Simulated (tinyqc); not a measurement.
Resistance of a tapered via with liner, size effect and interface: two steps of the calculation.

A round via whose diameter grows from db at the bottom as D(z) = db + 2 z/tan(ang). The fill, of diameter D - 2 tl, starts above the bottom liner (thickness fb tl) and has rho = rho0 (1 + ks lam/(D - 2 tl)); the sidewall liner conducts in parallel with it. The bottom liner and the interface are crossed over the full area pi db^2/4. Spreading in the lines above and below is left out.

Parameters, values chosen for the exercise; fill metal close to molybdenum:
```
symbol,value,unit,meaning
db,13,nm,diameter at the bottom
hv,29,nm,height
ang,88,degrees,sidewall angle
rho0,5.44,uohm cm,bulk resistivity of the fill
lam,11.2,nm,mean free path of the fill
ks,0.8,,size-effect factor
tl,0.4,nm,liner on the sidewall
fb,0.5,,liner at the bottom over that on the sidewall
rl,250,uohm cm,resistivity of the liner
ri,1.3e-12,ohm cm^2,interface resistivity at the bottom
Sb,1.3e15,S/m^2,"ballistic conductance per area, about 3/(4 rho0 lam)"
```

Question 1. Slices of the via. Slices between z0 = fb tl and hv, evaluated at their midpoints: conductance per length pi/4 [(D - 2 tl)^2/rho + (D^2 - (D - 2 tl)^2)/rl], slice resistance = slice height over that. 7 slices.

Find: z; D; rho; slice resistance.

Answer 1.

| slice | z (nm) | D (nm) | rho (uohm cm) | slice resistance (ohm) |
|---|---|---|---|---|
| 0 | 2.2571 | 13.158 | 9.3843 | 3.2030 |
| 1 | 6.3714 | 13.445 | 9.2947 | 3.0304 |
| 2 | 10.486 | 13.732 | 9.2090 | 2.8710 |
| 3 | 14.600 | 14.020 | 9.1271 | 2.7235 |
| 4 | 18.714 | 14.307 | 9.0487 | 2.5868 |
| 5 | 22.829 | 14.594 | 8.9735 | 2.4598 |
| 6 | 26.943 | 14.882 | 8.9014 | 2.3418 |

Question 2. Total resistance. R_fill = sum of the slices; R_bottom = rl fb tl/(pi db^2/4); R_interface = ri/(pi db^2/4); ballistic (Sharvin) limit 1/(Sb pi (db - 2 tl)^2/4); ideal cylinder rho0 hv/(pi db^2/4).

| slice | slice resistance (ohm) |
|---|---|
| 0 | 3.2030386 |
| 1 | 3.0303964 |
| 2 | 2.8709706 |
| 3 | 2.7234714 |
| 4 | 2.5867605 |
| 5 | 2.4598304 |
| 6 | 2.3417867 |

Wanted: parts; R; shares; ballistic limit; ideal cylinder.

Answer 2.

parts (ohm): fill 19.216, bottom liner 3.7670, interface 0.97942
R = 23.963 ohm
shares (%): fill 80.193, bottom liner 15.720, interface 4.087
ballistic limit = 6.5803 ohm
ideal cylinder = 11.886 ohm

The fill is the largest part, and R is 2.02 times the ideal cylinder. With 2000 slices R = 23.966 ohm.

tinyqc, about 0.01 s, one thread, Intel Xeon 2.30GHz (shared host): `OMP_NUM_THREADS=1 python tinyqc.py 2750108 2750109 out.jsonl`
